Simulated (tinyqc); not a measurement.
Single-photon avalanche diode, trigger probability and counting: two steps of the calculation.

A multiplication layer of width W with the uniform field V/W; alpha = an exp(-bn/E) for electrons, beta = ap exp(-bp/E) for holes (local model, no dead space). a = alpha W, b = beta W. Electrons enter at x = 0, holes at x = W. P0 is the probability that an electron entering at 0 starts a lasting avalanche, PW the same for a hole entering at W.

Parameters, values chosen for the exercise; ionisation coefficients close to those of indium phosphide:

| symbol | value | unit | meaning |
|---|---|---|---|
| an | 1.13e7 | 1/cm | electron prefactor |
| bn | 3.12 | MV/cm | electron field |
| ap | 4.75e6 | 1/cm | hole prefactor |
| bp | 2.49 | MV/cm | hole field |
| W | 0.3 | um | width of the multiplication layer |
| Vx | 0.98 | V | excess bias |
| eta | 0.27 |  | probability that a photon makes a pair that enters the layer |
| Gd | 7900 | 1/s | thermal generation rate in the layer |
| td | 5 | ns | dead time |
| Cd | 13 | fF | diode capacitance |
| Rq | 500 | kohm | quench resistance |
| pa | 1e-7 |  | trapping probability per avalanche carrier |
| tt | 6.8 | ns | trap release time |
| nph | 3e5 | 1/s | photon rate |

Constants: q = 1.602176634e-19 C. Results are converted to the units shown.

Problem 1. Ionisation integrals at and above breakdown. Breakdown: ln(a/b) = a - b with a not equal to b. VB is given; V = VB + Vx.

breakdown voltage VB = 15.590135 V

Give: E at VB; a at VB; b at VB; E at V; a; b.

Solution 1.

E at VB = 0.5197 MV/cm
a at VB = 0.8371
b at VB = 1.183
E at V = 0.5523 MV/cm
a = 1.194
b = 1.570

At VB, ln(a/b) = -0.3456 equals a - b.

Problem 2. Detection, dark counts, afterpulses and dead-time loss. Pm is the mean trigger probability of pairs made evenly in the layer. PDP = eta P0; dark counts Gd Pm; avalanche charge Cd Vx/q; afterpulse probability pa (Cd Vx/q) exp(-td/tt) Pm; true rate n = nph PDP + dark counts; measured n/(1 + n td) (non-paralysable) or n exp(-n td) (paralysable); recharge time Rq Cd.

P0 = 0.44238222
Pm = 0.48919309

Give: PDP; dark counts; avalanche charge; afterpulse probability; true rate; measured, non-paralysable; measured, paralysable; recharge time.

Solution 2.

PDP = 0.1194
dark counts = 3865 1/s
avalanche charge = 7.952e4 electrons
afterpulse probability = 0.1865 %
true rate = 3.970e4 1/s
measured, non-paralysable = 3.969e4 1/s
measured, paralysable = 3.969e4 1/s
recharge time = 6.500 ns

Dead time hides 0.020 % of the events in the first model and 0.020 % in the second.

Numbers from tinyqc (`OMP_NUM_THREADS=1 python tinyqc.py 2630114 2630115 out.jsonl`; about 0.01 s on one thread of a shared Intel Xeon 2.30GHz).
